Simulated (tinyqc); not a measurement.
Landau-Devonshire theory of a uniaxial ferroelectric. From wall energy back to gradient coefficient g. Computed by tinyqc, a small Python program. Command: `OMP_NUM_THREADS=1 python tinyqc.py 3029966 3029967 out.jsonl ferro inv`. One thread of a shared host (Intel(R) Xeon(R) Processor @ 2.30GHz), about 0.04 s of CPU time with the checks.

G(P) = (alpha/2) P^2 + (beta*/4) P^4 + (gamma/6) P^6 - E P per volume, SI units, one domain, P along the polar axis, which is normal to the film.

Inputs (values chosen for the exercise, for a model ferroelectric):
```
quantity,value,unit
alpha_0,647000,J m/(C^2 K)
Curie-Weiss temperature T0,810,K
beta,-3.77e+08,J m^5/C^4
gamma,4.45e+09,J m^9/C^6
temperature T,780,K
misfit strain u_m,-0.016,-
electrostriction Q12,-0.018,m^4/C^2
compliance s11 + s12,5.3e-12,m^2/N
```

Sample: epitaxial film.

Constants: eps_0 = 8.8541878128e-12 F/m.

Method:
- alpha = alpha_0 (T - T0*), with clamping: T0* = T0 + 4 Q12 u_m/(alpha_0 (s11 + s12)), beta* = beta + 4 Q12^2/(s11 + s12).
- Ps^2 = [-beta* + sqrt(beta*^2 - 4 alpha gamma)]/(2 gamma).
- chi = 1/(eps_0 G''), G'' = alpha + 3 beta* P^2 + 5 gamma P^4 at Ps. Ps, chi and the coercive field are for perfect screening, without a depolarising field. The intrinsic coercive field is |alpha P + beta* P^3 + gamma P^5| at the P_c where G'' = 0. 1 C/m^2 = 100 microcoulomb/cm^2.
- With the term (g/2) (dP/dx)^2, (g/2) P'^2 = G(P) - G(Ps) across the wall: energy = int_(-Ps)^(Ps) sqrt(2 g [G(P) - G(Ps)]) dP (40 Gauss-Legendre points); width = 2 Ps over the slope at P = 0, sqrt(2 |G(Ps)|/g). Elastic coupling inside the wall is left out.

Problem. A run gave the result below. Find the gradient coefficient g, known to lie between 4.4e-11 and 1.4e-10 J m^3/C^2.

wall energy = 37.46699 mJ/m^2

Solution.

Each step takes the trial c = (a f_b - b f_a)/(f_b - f_a), f being the result less the target and a, b, c the logarithms of the listed values; c replaces end b, the old b replaces a if the sign of f changed, and otherwise f_a is halved.

Scan of the range:
```
gradient coefficient g (J m^3/C^2),wall energy (mJ/m^2)
4.40e-11,29.2548
5.34e-11,32.2286
6.47e-11,35.4750
7.85e-11,39.0756
9.52e-11,43.0317
1.15e-10,47.2955
1.40e-10,52.1837
```

False position (Illinois rule, in the logarithm of the input) inside the bracket:
```
step,end a,end b,trial,wall energy (mJ/m^2)
1,6.47000e-11,7.85000e-11,7.20041e-11,37.4239
2,7.85000e-11,7.20041e-11,7.21665e-11,37.4661
3,7.85000e-11,7.21665e-11,7.21733e-11,37.4679
4,7.21665e-11,7.21733e-11,7.21700e-11,37.4670
```

Wall energy rises at every point of a 13-point scan of the range (every second point is shown), so one value fits; it is bracketed by 6.47e-11 and 7.85e-11. The scan shows a pure power law with exponent 0.5000, so scaling from any one row also gives the answer directly. Answer: gradient coefficient g = 7.217e-11 J m^3/C^2.
